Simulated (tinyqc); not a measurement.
Layer against dose: implant damage, amorphisation by cascade overlap, and solid-phase epitaxial regrowth. Computed by tinyqc, a small Python program. Command: `OMP_NUM_THREADS=1 python tinyqc.py 3110791 3110792 out.jsonl sper walk`. One thread of a shared host (Intel(R) Xeon(R) Processor @ 2.30GHz), about 0.01 s of CPU time with the checks.

Range and width of the damage are inputs. Dynamic annealing enters only through the surviving share f.

Inputs (values chosen for the exercise, modelled on antimony ions in germanium):
```
quantity                           value    unit
atomic density N                    44.2  1/nm^3
ion Z1                                51       -
ion mass M1                        121.8       u
target Z2                             32       -
target mass M2                     72.63       u
ion energy E                          81     keV
displacement energy E_d               17      eV
depth of the damage peak R_d          27      nm
width of the damage profile s_d       15      nm
share of defects that survive f     0.93       -
critical displaced share x_c        0.13       -
dose Q                           2.1e+14  1/cm^2
```

Constants: a_0 = 0.529177210903 angstrom; e^2/(4 pi eps_0) = 14.39964548 eV angstrom.

Method. Robinson partition: eps = E a M2/(Z1 Z2 (e^2/(4 pi eps_0)) (M1 + M2)), a = 0.8853 a_0/sqrt(Z1^(2/3) + Z2^(2/3)); k = 0.0793 Z1^(2/3) Z2^(1/2) (M1 + M2)^(3/2)/((Z1^(2/3) + Z2^(2/3))^(3/4) M1^(3/2) M2^(1/2)); damage energy T_d = E/(1 + k (eps + 0.40244 eps^(3/4) + 3.4008 eps^(1/6))); displacements nu = 0.8 T_d/(2 E_d). Displaced share x(z) = f nu Q exp(-(z - R_d)^2/(2 s_d^2))/(sqrt(2 pi) s_d N); the layer is amorphous where x > x_c, between R_d -/+ s_d sqrt(2 ln(x_max/x_c)), the upper edge being cut at the surface. Threshold dose Q_c = Q x_c/x_max.

threshold dose Q_c = 1.64910e+13 1/cm^2

displacements per ion nu = 1408.69

Dose series; the last column is f nu Q erfc((z2 - R_d)/(sqrt2 s_d))/2:
```
Q (1/cm^2)   x_max  upper edge (nm)  lower edge (nm)  displaced atoms beyond z2 (1/cm^2)
1.81e+13    0.1427           20.527           33.473                          7.8975e+15
2.47e+13    0.1947           13.517           40.483                          5.9657e+15
4.12e+13    0.3248            6.701           47.299                          4.7493e+15
6.60e+13    0.5203            2.018           51.982                          4.1428e+15
1.15e+14    0.9066            0.000           56.563                          3.6717e+15
1.98e+14    1.5609            0.000           60.443                          3.3433e+15
4.12e+14    3.2478            0.000           65.055                          3.0173e+15
8.25e+14    6.5035            0.000           68.960                          2.7844e+15
```

A dose 46 times larger moves the lower edge from 33.5 to 69.0 nm, as the root of a logarithm, and the damage beyond it falls by a factor 2.8, since the edge lies on an ever steeper tail. The layer reaches the surface at Q_c exp(R_d^2/(2 s_d^2)) = 8.33e13 per cm^2.
